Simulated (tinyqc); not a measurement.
The whole curve: space-charge-limited current through a thin insulating or semi-insulating film with traps. Computed by tinyqc, a small Python program. Command: `OMP_NUM_THREADS=1 python tinyqc.py 3023253 3023254 out.jsonl sclc walk`. One thread of a shared host (Intel(R) Xeon(R) Processor @ 2.30GHz), about 0.01 s of CPU time with the checks.

One ohmic injecting contact at x = 0 (field zero), drift only, non-degenerate free carriers.

Inputs (values chosen for the exercise, modelled on an amorphous oxide semiconductor):
```
quantity                                            value        unit
permittivity eps                                       10           -
band mobility mu                                       11  cm^2/(V s)
effective density of states N_c                   4.6e+18      1/cm^3
trap density N_t                                  1.4e+19      1/cm^3
equilibrium Fermi level below the band edge, E_0     0.76          eV
thickness d                                            40          nm
temperature T                                         300           K
characteristic temperature T_c                        700           K
```

Traps: exponential tail.

Constants: k_B = 8.617333262e-05 eV/K; eps_0 = 8.8541878128e-12 F/m; e = 1.602176634e-19 C.

Method:
- Free density n_0 = N_c exp(-E_0/k_B T) in equilibrium; trapped density n_t(n) = N_t (n/N_c)^(T/T_c) (the low-temperature form).
- J = e mu n F and (eps eps_0/e) dF/dx = n - n_0 + n_t(n) - n_t(n_0) = rho(n). With F = J/(e mu n): d = (eps eps_0 J/(e^2 mu)) I_1 and V = (eps eps_0 J^2/(e^3 mu^2)) I_2, I_k = int_(n_L)^infinity dn/(n^(k+1) rho(n)), n_L the density at the anode; with u = n_L/n, 200 Gauss-Legendre points in t, u = 1 - (1 - t)^2.
- The last column is d ln J/d ln V up to the next row.

Current against voltage:
```
n_L (1/cm^3)       V (V)  J (A/cm^2)   slope
8.30e+05      2.0078e-05  9.2483e-12  2.0679
9.60e+06      2.5470e-04  1.7683e-09  2.9946
1.10e+08      8.7576e-04  7.1403e-08  3.2185
1.30e+09      2.6743e-03  2.5951e-06  3.2937
1.50e+10      7.7754e-03  8.7254e-05  3.3195
1.80e+11      2.2706e-02  3.0600e-03  3.3283
2.10e+12      6.5228e-02  1.0258e-01  3.3305
2.50e+13      1.8880e-01  3.5349e+00  3.3280
2.90e+14      5.4099e-01  1.1745e+02  3.3142
3.40e+15      1.5664e+00  3.9816e+03  3.2615
3.90e+16      4.5967e+00  1.3335e+05  3.0954
4.60e+17      1.4811e+01  4.9873e+06       -
```

What does the comparison show, and why?

The slope starts at 2.07, peaks at 3.3 between 0.0652 and 0.189 V and ends at 3.10. Rows below 0.26 V (10 k_B T/e) are formal, since diffusion from the contact rules there. Self-heating is left out, although J V exceeds 1e5 W/cm^2 at the last row. The last rows ignore velocity saturation (mu V/d above 1e7 cm/s). Rows above 12.0 V are formal, since the mean field exceeds 3 MV/cm and breakdown sets in. An exponential tail gives the power law T_c/T + 1 = 3.33, which the middle rows approach.

Extremes, crossings and ranges named in words are read from the listed rows.
